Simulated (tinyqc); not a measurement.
Worked calculation: plane-wave Kohn-Sham cycle with exchange-only LDA in a layered model solid. One step of it, computed by the program tinyqc.

Task: Iteration 2: Hamiltonian at one k. H(m,m') = (k + G_m)^2/2 delta + V(G_m - G_m'), with V(-G) = V(G).

A solid whose potential varies along x alone (atomic units):
```
parameter                      value
period a                    6.600000
cross-section of the cell  12.000000
electrons per cell                 2
grid points                       16
plane waves -n..n, n               3
k points                           4
V1 in V1 cos(2 pi x/a)     -0.310000
V2 in V2 cos(4 pi x/a)     -0.290000
```

V(G_m), m = 0, 1, 2, ... (hartree): -0.282724  -0.082955  -0.144472  -0.001213  0.000517  0.000306  0.000019

k = 0.125000 2 pi / a

Give: H.

Result:

H (hartree):
```
         -3       -2       -1       +0       +1       +2       +3
-3   3.4628  -0.0830  -0.1445  -0.0012   0.0005   0.0003   0.0000
-2  -0.0830   1.3104  -0.0830  -0.1445  -0.0012   0.0005   0.0003
-1  -0.1445  -0.0830   0.0642  -0.0830  -0.1445  -0.0012   0.0005
+0  -0.0012  -0.1445  -0.0830  -0.2756  -0.0830  -0.1445  -0.0012
+1   0.0005  -0.0012  -0.1445  -0.0830   0.2908  -0.0830  -0.1445
+2   0.0003   0.0005  -0.0012  -0.1445  -0.0830   1.7635  -0.0830
+3   0.0000   0.0003   0.0005  -0.0012  -0.1445  -0.0830   4.1426
```
